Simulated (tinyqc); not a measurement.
Interface traps from C-V curves, high-low and Terman methods: two steps of the calculation.

MOS capacitor on an n-type substrate; psi is the band bending, negative in depletion; only majority carriers are counted. At the bending psi the Fermi level lies y = xi - psi below the conduction edge at the surface, xi = Vt ln(Nc/Nd). Dit(y) = D0 + D1 exp(-y/E1); traps fill up to the Fermi level, follow the bias and a slow signal, and do not follow a fast one. V is the gate voltage from flat band.

Constants: q = 1.602176634e-19 C. Results are converted to the units shown.

Problem 1. High-low extraction. q Dit = (1/C_LF - 1/Cox)^(-1) - (1/C_HF - 1/Cox)^(-1) at each point.

```
point  C_HF (nF/cm^2)  C_LF (nF/cm^2)
0           23.132411       37.616346
1           24.643654       39.742526
2           26.501451       42.788223
3           28.863630       47.400750
4           32.012054       54.738643
5           36.515672       66.874174
6           43.766599       87.530353
7           58.507061       123.93568
8           106.37940       196.33784
```

Cox = 651.53457 nF/cm^2

Wanted: Dit by high-low.

Solution 1.

Dit by high-low, point 0 to 8 (cm^-2 eV^-1): 9.947e10  1.043e11  1.134e11  1.306e11  1.629e11  2.237e11  3.383e11  5.541e11  9.605e11

Problem 2. Terman extraction. psi at each point follows from C_HF and the ideal curve. Dit = (Cox/q) d(V - V0)/dpsi by central differences over the two neighbours.

```
point      psi (V)       V0 (V)       V (V)
0      -0.90000000  -0.96435736  -1.0304953
1      -0.79237500  -0.85264044  -0.9160885
2      -0.68475000  -0.74062465  -0.8012043
3      -0.57712500  -0.62823302  -0.6856080
4      -0.46950000  -0.51534848  -0.5688854
5      -0.36187500  -0.40177659  -0.4502826
6      -0.25425000  -0.28714676  -0.3283753
7      -0.14662500  -0.17055543  -0.2002753
8      -0.03900000  -0.04845491  -0.0586968
```

Cox = 651.53457 nF/cm^2

Give: Dit by Terman.

Solution 2.

Dit by Terman, point 1 to 7 (cm^-2 eV^-1): 1.050e11  1.147e11  1.331e11  1.676e11  2.325e11  3.549e11  5.854e11

The differences overstate the curved tail; the largest error is 5.7 %, at point 7.

Program tinyqc, `OMP_NUM_THREADS=1 python tinyqc.py 2030008 2030009 out.jsonl`; Intel Xeon 2.30GHz, shared host, one thread, about 0.01 s.
